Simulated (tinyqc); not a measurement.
# Strip, Bethe and mean field against temperature

Model: square-lattice Ising model by mean field, Bethe lattice, transfer matrix, exact enumeration and Monte Carlo steps. Computed by tinyqc, a small Python program. Command: `OMP_NUM_THREADS=1 python tinyqc.py 3011896 3011897 out.jsonl ising sweep`. One thread of a shared host (Intel(R) Xeon(R) Processor @ 2.30GHz), about 0.06 s of CPU time with the checks.

H = -J sum over nearest pairs s_i s_j, s = +-1, no field, periodic boundaries; energies per site are in J. As a lattice gas or an alloy, s marks which species holds the site.

Inputs (values chosen for the exercise, for a model lattice): coupling J = 9.4 meV; strip width w = 3.

Constants: k_B = 8.617333262e-05 eV/K.

Method:
- K = J/(k_B T). Onsager: k_B T_c/J = 2/ln(1 + sqrt 2); mean field: 4; Bethe lattice with z = 4: 2/ln 2.
- K = J/(k_B T). Mean field: m = tanh(4 K m), u = -2 m^2. Bethe: cavity field h = 3 artanh(tanh K tanh h), m = tanh(4h/3), u = -2 (tanh K + tanh^2 h)/(1 + tanh K tanh^2 h). Exact: m = [1 - sinh(2K)^(-4)]^(1/8) below T_c; u = -coth(2K) [1 + (2/pi)(2 tanh^2(2K) - 1) K1(k)], k = 2 sinh(2K)/cosh^2(2K), K1 the complete elliptic integral of the first kind. The largest root is taken.
- Strip of w sites, periodic across (for w = 2 the pair is joined by two bonds): T(s, s') = exp(K [sum_i s_i s'_i + (r(s) + r(s'))/2]), r(s) = sum_i s_i s_(i+1).
- With the eigenvalues l1 > l2: -f/(k_B T) = ln(l1)/w per site; xi = 1/ln(l1/l2) rows.

One run for each value:

| temperature T (K) | correlation length xi | -f/(k_B T) | m, Bethe | m, mean field | u, Bethe | u, exact |
|---|---|---|---|---|---|---|
| 164 | 18.853 | 1.3446 | 0.98670 | 0.98973 | -1.9511 | -1.9504 |
| 201 | 7.666 | 1.1222 | 0.95530 | 0.97089 | -1.8477 | -1.8396 |
| 239 | 4.047 | 0.9839 | 0.87976 | 0.93665 | -1.6348 | -1.5589 |
| 276 | 2.617 | 0.9009 | 0.71467 | 0.88524 | -1.2751 | -1.0809 |
| 351 | 1.506 | 0.8118 | 0.00000 | 0.70394 | -0.6023 | -0.7394 |
| 389 | 1.256 | 0.7870 | 0.00000 | 0.54523 | -0.5466 | -0.6442 |
| 426 | 1.092 | 0.7697 | 0.00000 | 0.26397 | -0.5012 | -0.5740 |
| 464 | 0.972 | 0.7565 | 0.00000 | 0.00000 | -0.4617 | -0.5172 |
| 502 | 0.883 | 0.7464 | 0.00000 | 0.00000 | -0.4279 | -0.4712 |

Give the missing row, temperature T (K) = 314.

Computed row:
```
temperature T (K)  correlation length xi  -f/(k_B T)  m, Bethe  m, mean field  u, Bethe  u, exact
314                                1.898      0.8467   0.11427        0.80903   -0.6812   -0.8697
```

Interpolating between the two neighbouring rows (linearly) misses most in m, Bethe, by a factor of 3.1. Over the rows, correlation length xi falls from 18.9 to 0.883 (exponent d ln y / d ln x -4.4 between the first rows and -1.2 between the last); -f/(k_B T) falls from 1.34 to 0.746 (exponent d ln y / d ln x -0.89 between the first rows and -0.17 between the last); m, Bethe falls from 0.987 to 0, flat over part of the range.

Extremes, crossings and ranges named in words are read from the listed rows.
